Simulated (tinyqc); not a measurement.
Nuclear against electronic stopping over energy: ion implantation: universal nuclear stopping, Lindhard-Scharff electronic stopping and a Gaussian range profile. Computed by tinyqc, a small Python program. Command: `OMP_NUM_THREADS=1 python tinyqc.py 3007393 3007394 out.jsonl implant walk`. One thread of a shared host (Intel(R) Xeon(R) Processor @ 2.30GHz), about 0.05 s of CPU time with the checks.

An ion slows by elastic collisions with screened nuclei and by friction with electrons; channelling is ignored and the target is uniform.

Inputs (values chosen for the exercise, modelled on oxygen ions in germanium):

| quantity | value | unit |
|---|---|---|
| ion atomic number Z1 | 8 | - |
| ion mass M1 | 16 | u |
| target atomic number Z2 | 32 | - |
| target mass M2 | 72.63 | u |
| target density N | 44.2 | 1/nm^3 |
| scale factor of electronic stopping k | 1.2 | - |

Method:
- Reduced energy eps = 32.53 M2 E/(Z1 Z2 (M1 + M2)(Z1^0.23 + Z2^0.23)), E in keV; s_n = ln(1 + 1.1383 eps)/(2 (eps + 0.01321 eps^0.21226 + 0.19593 eps^0.5)) for eps up to 30 and ln(eps)/(2 eps) above; S_n = 8.462 Z1 Z2 M1 s_n/((M1 + M2)(Z1^0.23 + Z2^0.23)) in 1e-15 eV cm^2.
- S_e = k 3.83 Z1^(7/6) Z2/(Z1^(2/3) + Z2^(2/3))^(3/2) sqrt(E/M1) in 1e-15 eV cm^2, E in keV.
- Path length R = int_0^E dE'/(N (S_n + S_e)); energy lost to nuclei nu = int_0^E S_n/(S_n + S_e) dE' (both with E' = E y^3 and 64 Gauss-Legendre points in y).

Stopping (1e-15 eV cm^2) and range:

| E (keV) | eps | S_n | S_e | R (nm) | nu/E |
|---|---|---|---|---|---|
| 1 | 2.7171e-02 | 23.686 | 7.87 | 13.17 | 0.77127 |
| 2 | 5.4342e-02 | 28.583 | 11.14 | 19.47 | 0.75277 |
| 5 | 1.3586e-01 | 33.852 | 17.61 | 34.17 | 0.71293 |
| 10 | 2.7171e-01 | 35.819 | 24.90 | 54.21 | 0.66733 |
| 20 | 5.4342e-01 | 35.126 | 35.21 | 88.53 | 0.60437 |
| 50 | 1.3586e+00 | 29.787 | 55.68 | 175.10 | 0.49057 |
| 100 | 2.7171e+00 | 23.525 | 78.74 | 295.44 | 0.38609 |
| 200 | 5.4342e+00 | 17.026 | 111.36 | 491.58 | 0.27967 |
| 500 | 1.3586e+01 | 9.973 | 176.07 | 923.47 | 0.16145 |

What does the comparison show, and why?

Nuclear stopping peaks near 10 keV among these rows (eps = 0.27; the universal curve peaks near 0.3). Electronic stopping overtakes it between 10 and 20 keV. The path length grows as E^0.56 at the low end and E^0.69 at the high end; constant stopping would give E^1, and stopping that rises with E, be it nuclear (below its peak) or electronic, gives a lower exponent.

Extremes, crossings and ranges named in words are read from the listed rows.
